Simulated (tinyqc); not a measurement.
Surface Green function of a dimerised chain, Sancho-Rubio decimation: densities of states against energy.

A semi-infinite lead of cells 0, 1, 2, ... with H0 inside a cell and H1 = <cell i|H|cell i + 1>. Cell A, B with A at the surface; -t1 joins A and B, -t2 joins B to the next A. z = E + i eta.

Start with e_s = e = H0, a = H1, b = H1^dagger. Each round: g = (z - e)^(-1); e_s <- e_s + a g b; e <- e + a g b + b g a; a <- a g a; b <- b g b (all with the old a, b). Round k joins cells 2^k apart. Stop when the largest entry of the matrices a and b is below 1e-12 eV; g_s = (z - e_s)^(-1), bulk (z - e)^(-1), density of states -Im Tr/pi. Here eta = 0.01 eV. Open modes are the crossings of E with the bands of H0 + H1 exp(ik) + H1^dagger exp(-ik) for 0 < k < pi.

H0 (eV):
```
	A	B
A	0	-0.46
B	-0.46	0
```

H1 (eV):
```
	A	B
A	0	0
B	-1	0
```

Results:
```
E (eV)	open modes	rounds	surface (1/eV)	bulk (1/eV)
-1.61	0	5	0.013178	0.035503
-1.31	1	10	0.82193	1.0823
-0.73	1	11	0.47440	0.74769
-0.44	0	6	0.024151	0.044678
-0.15	0	6	0.11547	0.0092444
0	0	6	25.100	0.0080733
0.15	0	6	0.11547	0.0092444
0.44	0	6	0.024151	0.044678
0.73	1	11	0.47440	0.74769
1.02	1	11	0.81995	0.71821
1.31	1	10	0.82193	1.0823
1.61	0	5	0.013178	0.035503
```

Estimate the missing row, E = -1.02 eV.

Computed row:
```
E (eV)	open modes	rounds	surface (1/eV)	bulk (1/eV)
-1.02	1	11	0.81995	0.71821
```

With this row back in the table: The bands of the infinite lead run over -1.46 to -0.540, 0.540 to 1.46 eV. The rounds lie between 5 and 11, 5.7 on average outside the bands and 10.7 inside. The surface density of states is largest at E = 0 eV among the rows (25.1 1/eV, bulk 0.00807): no mode is open there and the bulk has far less, which marks a state bound to the surface.

Numbers from tinyqc (`OMP_NUM_THREADS=1 python tinyqc.py 2680101 2680102 out.jsonl`; about 0.02 s on one thread of a shared Intel Xeon 2.30GHz).
